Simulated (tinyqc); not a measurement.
Worked calculation: Hubbard chain of 3 sites. Computed by tinyqc, a small Python program that keeps every step. Settings: hopping = 1.21, U = 11.8, mixing = 1, iteration cap = 70. Command: `OMP_NUM_THREADS=1 python tinyqc.py 22236 22237 out.jsonl` (the two numbers bound the seeds that draw the settings). One thread of a shared host (Intel(R) Xeon(R) Processor @ 2.60GHz), about 0.2 s of CPU time with the checks.

one-body matrix (hopping and site energies) (eV):
```
           1          2          3
1   0.700000  -1.210000   0.000000
2  -1.210000   0.180000  -1.210000
3   0.000000  -1.210000   0.410000
```

U = 11.800000 eV

electrons, up and down: 2  2

n(up) at the start (a guess, not normalised): 1 0.667000, 2 0.667000, 3 0.667000

n(down) at the start (a guess): 1 0.667000, 2 0.667000, 3 0.667000

Each step fills the lowest levels of T + U n(other spin) and sets n(new) = n + mixing (n(out) - n); stop when output and input agree to 1e-8.

Course of the cycle:
```
iteration       E (eV)  largest |n(out) - n(in)|  mean |n_up - n_down|
1          14.39106576                  1.08e-01              0.000000
2          17.67447020                  4.85e-01              0.000000
3          17.81378099                  7.06e-01              0.000000
4          21.82763700                  8.96e-01              0.000000
5          18.55577097                  9.00e-01              0.000000
6          21.22640486                  8.75e-01              0.000000
7          19.08026949                  8.75e-01              0.000000
8          20.67659949                  8.51e-01              0.000000
9          19.57594260                  8.51e-01              0.000000
10         20.15184046                  8.26e-01              0.000000
11         20.05314708                  8.44e-01              0.000000
...                ...                       ...                   ...
60         17.82387940                  9.27e-01              0.000000
61         22.07422665                  9.27e-01              0.000000
62         17.82387447                  9.27e-01              0.000000
63         22.07423089                  9.27e-01              0.000000
64         17.82387157                  9.27e-01              0.000000
65         22.07423338                  9.27e-01              0.000000
66         17.82386986                  9.27e-01              0.000000
67         22.07423485                  9.27e-01              0.000000
68         17.82386885                  9.27e-01              0.000000
69         22.07423572                  9.27e-01              0.000000
70         17.82386826                  9.27e-01              0.000000
```

Can the last value be used, and what does the course show?

Not by the stop rule. Not converged within 70 iterations: the residual has stopped falling: the iteration swings between two states. The lowest mean-field energy found from random starts is 11.84527 eV. Reruns (cap 100 unless said): mixing 0.2: converged in 48 to a higher stationary point (E = 14.19648); mixing 0.5: not converged; mixing 0.9: not converged; the original settings with a cap of 400: not converged.
